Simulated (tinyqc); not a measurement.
Width of the well: quantum-confined Stark effect in a modulator well.

Envelopes on cells of 0.5 angstrom over the well |z| < L/2 and 45 angstrom of barrier on each side, psi = 0 beyond, psi'/m continuous (mean mass between points), c = hbar^2/2m0. The electron sees + e F z and the hole - e F z, each with its offset in the barriers; 1 kV/cm = 1e-5 eV/angstrom. Light holes, band mixing and escape by tunnelling are left out.

Exciton: in-plane function exp(-rho/lam), 1/mu = 1/me + 1/mp, E(lam) = c/(mu lam^2) - (q/eps) times the integral over k of Fm(k)(1 + (k lam/2)^2)^(-3/2), Fm(k) the double integral of psi_e^2 psi_h^2 exp(-k |z - z'|), q = e^2/(4 pi eps0); binding Eb = -E at the minimum. Line at Eg + E_e + E_h - Eb, strength proportional to overlap^2/lam^2.

Constants: hbar^2/2m0 = 3.80998211 eV angstrom^2; e^2/(4 pi eps0) = 14.39964547 eV angstrom; hc = 1239.841984 eV nm.

Values chosen for the exercise (near those of a GaAs well in AlGaAs; not measured data):
- Vc = 0.239 eV (conduction offset)
- Vv = 0.146 eV (heavy-hole offset)
- me = 0.069 m0 (electron, well)
- meb = 0.0946 m0 (electron, barrier)
- mh = 0.355 m0 (heavy hole along z, well)
- mhb = 0.39 m0 (heavy hole, barrier)
- Eg = 1.407 eV (gap of the well)
- mp = 0.158 m0 (heavy hole in the plane)
- eps = 12.4 (dielectric constant)
- Ls = (56, 74, 92, 112, 136, 164) angstrom (widths)
- F_L = 71 kV/cm (field for this table)

Zero-field line, its shift at F_L and the relative strength.

Results:

| L (angstrom) | line at F = 0 (nm) | Eb (meV) | shift (meV) | relative strength | shift x strength (meV) |
|---|---|---|---|---|---|
| 56 | 837.6 | 10.25 | -2.50 | 0.922 | 2.30 |
| 74 | 852.2 | 9.69 | -4.98 | 0.790 | 3.94 |
| 92 | 861.0 | 9.19 | -8.88 | 0.577 | 5.12 |
| 112 | 867.3 | 8.70 | -14.93 | 0.328 | 4.90 |
| 136 | 872.0 | 8.19 | -24.39 | 0.128 | 3.13 |
| 164 | 875.5 | 7.69 | -37.99 | 0.032 | 1.20 |

What does the comparison show?

The shift grows with exponent 2.47 in L over the first two rows and 2.37 over the last two, against 4 for hard walls at second order; leakage lowers it in narrow wells and saturation in wide ones. The strength falls from 0.92 to 0.03, and the product of the two is largest at 92 angstrom.

tinyqc: `OMP_NUM_THREADS=1 python tinyqc.py 1251831 1251832 out.jsonl`; about 0.09 s, one thread, shared Intel(R) Xeon(R) Processor @ 2.30GHz.
